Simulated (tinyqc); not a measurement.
Graded p-n junction, non-linear Poisson equation by Newton steps: one step of the calculation.

One dimension, p side on the left, n side on the right; net doping C = (Nd - Na)/2 + ((Nd + Na)/2) tanh(x/Lg). The potential psi is counted from the intrinsic level, and the quasi-Fermi potentials are flat: 0 for holes and -V for electrons, so n = ni exp((psi + V)/Vt) and p = ni exp(-psi/Vt) (Boltzmann statistics, full ionisation, no current). Under reverse bias this makes the minority densities vanishingly small everywhere; they play no part in the charge.

Task. Intrinsic density, end potentials and Debye lengths. ni = sqrt(Nc Nv) exp(-Eg/(2 Vt)), Eg in volts; psi_p = -Vt ln(Na/ni), psi_n = Vt ln(Nd/ni) - V; Debye length sqrt(eps0 eps_r Vt/(q N)).

Values chosen for this exercise; band and dielectric values those of a made-up semiconductor:
```
symbol    value   unit                                 meaning
T           300      K                             temperature
Eg            4     eV                                band gap
eps_r      7.29                          relative permittivity
Nc      2.56e18  cm^-3  conduction-band density of states at T
Nv      3.51e19  cm^-3     valence-band density of states at T
Na         1e15  cm^-3          acceptor density of the p side
Nd       1.1e16  cm^-3             donor density of the n side
V          -1.2      V   bias of the p side against the n side
```

Constants: q = 1.602176634e-19 C, kB = 1.380649e-23 J/K, Vt = kB T/q, eps0 = 8.8541878128e-14 F/cm where lengths are in cm. Results are converted to the units shown.

Wanted: ni; psi_p; psi_n; Debye length, p side; Debye length, n side.

Result.

ni = 2.389e-15 cm^-3
psi_p = -1.763 V
psi_n = 3.025 V
Debye length, p side = 102.1 nm
Debye length, n side = 30.77 nm

tinyqc, about 0.08 s, one thread, Intel Xeon 2.30GHz (shared host): `OMP_NUM_THREADS=1 python tinyqc.py 2000131 2000132 out.jsonl`
